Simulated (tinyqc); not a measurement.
Sheet resistance and Hall data of a diffused or implanted layer. Inputs raised by 2 %, one at a time. Computed by tinyqc, a small Python program. Command: `OMP_NUM_THREADS=1 python tinyqc.py 3027802 3027803 out.jsonl layer sens`. One thread of a shared host (Intel(R) Xeon(R) Processor @ 2.30GHz), about 0.01 s of CPU time with the checks.

Carriers are taken equal to the net active doping down to the junction (full ionisation, which deep dopants in wide-gap hosts do not reach; no spill-over, no depletion), and the Hall factor is 1.

Inputs (values chosen for the exercise, modelled on silicon in GaN):

| quantity | value | unit |
|---|---|---|
| mu_min | 54.9 | cm^2/(V s) |
| mu_max | 986 | cm^2/(V s) |
| N_ref | 2.1e+17 | 1/cm^3 |
| exponent alpha | 0.99 | - |
| peak concentration N_0 | 2.3e+19 | 1/cm^3 |
| length scale l | 190 | nm |
| background doping N_B (opposite type) | 4.6e+14 | 1/cm^3 |

Profile: complementary error function. Activation: complete.

Constants: e = 1.602176634e-19 C.

Method:
- N(x) = N_0 erfc(x/l), dose N_0 l/sqrt(pi), junction x_j = l erfc^-1(N_B/N_0).
- Mobility mu = mu_min + (mu_max - mu_min)/(1 + (N_t/N_ref)^alpha), N_t = active doping + N_B; carriers n = active doping - N_B, all dopants active.
- Integrals from x_0 (0 unless stated) to x_j by the midpoint rule on 400 even intervals: 1/R_s = e int n mu dx; sheet density n_s = int n dx; Hall sheet density (int n mu dx)^2/int n mu^2 dx; Hall mobility int n mu^2 dx/int n mu dx.
- Mean conductivity 1/(R_s x_j); mean mobility 1/(e n_s R_s).

Runs:

| input moved | from | to | sheet resistance R_s (ohm) | Hall mobility (cm^2/(V s)) | Hall sheet density (1/cm^2) | mean conductivity 1/(R_s x_j) (S/cm) |
|---|---|---|---|---|---|---|
| base run | - | - | 306.4 | 116.6 | 1.747e+14 | 56.97 |
| peak concentration N_0 (1/cm^3) | 2.3e+19 | 2.346e+19 | 302.1 | 115.7 | 1.785e+14 | 57.72 |
| length scale l (nm) | 190 | 193.8 | 300.4 | 116.6 | 1.782e+14 | 56.97 |
| background doping N_B (opposite type) (1/cm^3) | 4.6e+14 | 4.692e+14 | 306.4 | 116.6 | 1.747e+14 | 57.02 |
| mu_min (cm^2/(V s)) | 54.9 | 55.998 | 302.5 | 117.2 | 1.761e+14 | 57.70 |
| mu_max (cm^2/(V s)) | 986 | 1005.72 | 304.2 | 118.4 | 1.732e+14 | 57.37 |
| N_ref (1/cm^3) | 2.1e+17 | 2.142e+17 | 304.6 | 117.6 | 1.743e+14 | 57.29 |

Exponents ln(y'/y) / ln(x'/x):

| input | sheet resistance R_s | Hall mobility | Hall sheet density | mean conductivity 1/(R_s x_j) |
|---|---|---|---|---|
| peak concentration N_0 | -0.716 | -0.396 | 1.112 | 0.664 |
| length scale l | -1.000 | 0.000 | 1.000 | 0.000 |
| background doping N_B (opposite type) | 0.001 | -0.004 | 0.003 | 0.052 |
| mu_min | -0.647 | 0.239 | 0.408 | 0.647 |
| mu_max | -0.358 | 0.770 | -0.412 | 0.358 |
| N_ref | -0.288 | 0.401 | -0.113 | 0.288 |

Among the inputs moved here: sheet resistance R_s answers most in size to length scale l (exponent -1.000), next to peak concentration N_0 (-0.716). Its exponent -1.000 in length scale l: the profile only stretches. Hall mobility answers most in size to mu_max (exponent +0.770), next to N_ref (+0.401); its exponent is below 0.0005 for length scale l. Hall sheet density answers most in size to peak concentration N_0 (exponent +1.112), next to length scale l (+1.000). Mean conductivity 1/(R_s x_j) answers most in size to peak concentration N_0 (exponent +0.664), next to mu_min (+0.647); its exponent is below 0.0005 for length scale l. Its exponent 0.000 in length scale l: Irvin's observation: 1/(R_s x_j) depends on the concentrations and the shape alone.

Extremes, crossings and ranges named in words are read from the listed rows.
